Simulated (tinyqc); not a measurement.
Optical transitions of a finite quantum well: sweeps and comparisons. A value that a table varies takes the place of the one given here.

Each carrier sees a square well of width L with its own depth V and masses m (inside), mb (outside); c = hbar^2/2m0, k = sqrt(m E/c), kappa = sqrt(mb (V - E)/c), and level n solves k L + 2 atan[(k/m)/(kappa/mb)] = n pi. The envelope is cos(kz) for odd n and sin(kz) for even n inside, joins exp(-kappa (|z| - L/2)) outside, and is normalised to 1. Excitons and band mixing are left out.

Constants: hbar^2/2m0 = 3.80998211 eV angstrom^2; e^2/(4 pi eps0) = 14.39964547 eV angstrom; hc = 1239.841984 eV nm.

Values chosen for the exercise (near those of an InGaAs well in InP; shifted at random, so the results belong to these values and not to a real crystal): L = 193 angstrom (well width); Vc = 0.236 eV (conduction offset); me = 0.0417 m0 (electron, well); meb = 0.0833 m0 (electron, barrier); eps = 11 (background dielectric constant); Nss = (0.032, 0.08, 0.16, 0.32, 0.48, 0.64, 0.96) x 1e12/cm^2 (sheet densities); Eg = 0.821 eV (gap of the well); Vv = 0.322 eV (valence offset); mh = 0.398 m0 (heavy hole along z, well); mhb = 0.519 m0 (heavy hole, barrier); ml = 0.0517 m0 (light hole along z, well); mlb = 0.1253 m0 (light hole, barrier); Ls = (35, 54, 69, 81, 108, 150, 203) angstrom (widths).

## Depolarisation shift

The collective line lies at E12 sqrt(1 + a), a = 8 pi q (n1 - n2) S/(eps E12), q = e^2/(4 pi eps0), S = integral over z of (integral up to z of psi_1 psi_2)^2. Zero temperature with the mass me in both subbands: n1 - n2 = Ns until Ns reaches D E12, D = me/(2 pi c), and D E12 beyond. 1e12/cm^2 = 1e-4/angstrom^2; exchange and the static band bending by the charge are left out.

Line position:

| Ns (1e12/cm^2) | n1 - n2 | a | line (meV) | shift (meV) |
|---|---|---|---|---|
| 0.032 | 0.032 | 0.0328 | 45.26 | 0.73 |
| 0.080 | 0.080 | 0.0821 | 46.33 | 1.79 |
| 0.16 | 0.160 | 0.1641 | 48.05 | 3.52 |
| 0.32 | 0.320 | 0.3283 | 51.33 | 6.79 |
| 0.48 | 0.480 | 0.4924 | 54.41 | 9.87 |
| 0.64 | 0.640 | 0.6566 | 57.32 | 12.79 |
| 0.96 | 0.776 | 0.7959 | 59.68 | 15.15 |

S = 13.888 angstrom
E12 = 44.54 meV

The upward shift grows from 0.73 to 15.15 meV, 34.0 % of E12 at most. It stops moving once e2 starts to fill, at Ns = 0.78 e12/cm^2. For small a the shift is a E12/2, linear in Ns; in the last row that rule gives 17.72 meV. S/L = 0.0720, against 5/(9 pi^2) = 0.0563 for hard walls.

## Width of the well

Edge wavelength hc/(Eg + e1 + hh1), squared e1-hh1 overlap, lh1 - hh1, and the 1-2 intersubband energy with f_12 = (m1/c) E12 z_12^2, 1/m1 = <1|1/m|1> (dash: e2 unbound).

Results:

| L (angstrom) | edge (nm) | overlap^2 | lh1 - hh1 (meV) | E12 (meV) | f_12 |
|---|---|---|---|---|---|
| 35 | 1266.7 | 0.8031 | 76.4 | - | - |
| 54 | 1347.1 | 0.8703 | 53.7 | - | - |
| 69 | 1385.3 | 0.8994 | 41.7 | 166.5 | 0.757 |
| 81 | 1406.9 | 0.9156 | 34.8 | 147.1 | 0.943 |
| 108 | 1438.9 | 0.9396 | 24.2 | 104.7 | 0.974 |
| 150 | 1465.4 | 0.9603 | 15.3 | 65.7 | 0.967 |
| 203 | 1482.1 | 0.9740 | 9.6 | 41.1 | 0.963 |

The edge tunes from 1267 to 1482 nm, towards hc/Eg = 1510 nm, while the overlap goes from 0.803 to 0.974. e2 binds at L = pi sqrt(c/(me Vc)) = 61.8 angstrom; f_12 starts from zero there and is 0.757 at 69 angstrom, the rest going to the continuum; among the widths listed it peaks at 0.974 (108 angstrom) and is 0.963 in the widest well, against 0.961 for hard walls.

## What each parameter does

Edge wavelength hc/(Eg + e1 + hh1), squared overlap of e1 and hh1, and the confinement energies. Each row changes one parameter from the base and keeps the others.

Results:

| case | edge (nm) | overlap^2 | e1 (meV) | hh1 (meV) |
|---|---|---|---|---|
| base | 1479.7 | 0.9720 | 14.7 | 2.2 |
| L = 174 angstrom | 1474.4 | 0.9676 | 17.2 | 2.7 |
| Eg = 0.837 eV | 1452.0 | 0.9720 | 14.7 | 2.2 |
| Vc = 0.271 eV | 1478.9 | 0.9759 | 15.1 | 2.2 |
| Vv = 0.386 eV | 1479.7 | 0.9702 | 14.7 | 2.3 |
| me = 0.0459 m0 | 1481.1 | 0.9762 | 13.8 | 2.2 |
| mh = 0.338 m0 | 1479.1 | 0.9749 | 14.7 | 2.6 |
| meb = 0.1 m0 | 1480.7 | 0.9690 | 14.1 | 2.2 |

The largest shifts from the base row, up to three for each result and ties (the steps differ in size, so this ranks the rows, not the parameters). edge (nm): Eg -27.7, L -5.3, me +1.4; unchanged at the printed digits by Vv. overlap^2: L -0.0044, me +0.0042, Vc +0.0039; unchanged at the printed digits by Eg. e1 (meV): L +2.5, me -0.8, meb -0.6; unchanged at the printed digits by Eg, Vv and mh. hh1 (meV): L +0.5, mh +0.3, Vv +0.0; unchanged at the printed digits by Eg, Vc, me and meb.

Computed by tinyqc, a small Python program: `OMP_NUM_THREADS=1 python tinyqc.py 1281640 1281641 out.jsonl` (the numbers bound the seed that draws the inputs); one thread of a shared host (Intel(R) Xeon(R) Processor @ 2.30GHz), about 0.1 s for the whole set of steps.
